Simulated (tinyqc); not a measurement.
Inversion-layer mobility, back-scattering and ballistic limit of a field-effect transistor: one step, computed by the program tinyqc.

The charge at the top of the source barrier is fixed by the gate; series resistance and short-channel effects are left out. F_j are Fermi integrals normalised to exp(eta) in the classical limit.

Problem. Back-scattering. F_j(eta) = (1/Gamma(j + 1)) int_0^infinity x^j/(1 + exp(x - eta)) dx, F_0 = ln(1 + exp(eta)). Integrals over x = E/(k_B T) use 160 Gauss-Legendre points in u = sqrt(x) from 0 to sqrt(max(eta, 0) + 32). Ballistic channel: N_2D = g_v m k_B T/(pi hbar^2), U = e V_D/(k_B T); eta_F solves N_inv = (N_2D/2)[F_0(eta_F) + F_0(eta_F - U)]; v_T = sqrt(2 k_B T/(pi m)); I/W = e (N_2D/2) v_T [F_1/2(eta_F) - F_1/2(eta_F - U)]; injection velocity v_T F_1/2(eta_F)/F_0(eta_F). Mean free path lambda = (2 k_B T/e)(mu/v_T) F_0(eta_0)/F_-1/2(eta_0), with eta_0 from N_inv = N_2D F_0(eta_0); critical length l = L (1 + U)^(-a), an empirical rule; back-scattering r = l/(l + lambda). Then eta solves N_inv = (N_2D/2)[(1 + r) F_0(eta) + (1 - r) F_0(eta - U)] and I/W = e (N_2D/2) v_T (1 - r)[F_1/2(eta) - F_1/2(eta - U)]. Ballistic ratio: I over the ballistic current. Apparent mobility 1/(1/mu + 1/mu_B), mu_B = mu L/lambda.

Inputs (values chosen for the exercise, modelled on a strained silicon n-channel):

| quantity | value | unit |
|---|---|---|
| transport mass m | 0.19 | m_0 |
| valley degeneracy g_v | 2 | - |
| drain voltage V_D | 0.68 | V |
| channel length L | 230 | nm |
| exponent a of the critical length | 0.72 | - |
| temperature T | 300 | K |

Statistics at the top of the barrier: Fermi-Dirac.

inversion density N_inv = 5.878026e+12 1/cm^2

effective mobility mu = 557.6915 cm^2/(V s)

Constants: m_0 = 9.1093837015e-31 kg; k_B = 1.380649e-23 J/K; hbar = 1.054571817e-34 J s; k_B = 8.617333262e-05 eV/K; e = 1.602176634e-19 C.

Give: eta_0; mean free path lambda; critical length l; back-scattering coefficient r; current I/W; ballistic ratio; apparent low-field mobility.

Solution.

eta_0 = 1.1596

mean free path lambda = 30.468 nm

critical length l = 21.264 nm

back-scattering coefficient r = 0.41104

current I/W = 636.75 microampere/micrometre

ballistic ratio = 0.37951

apparent low-field mobility = 492.46 cm^2/(V s)

L/lambda = 7.55, but at this drain voltage only the first 21.3 nm can return a carrier to the source, so the device works at 38 % of its ballistic limit.
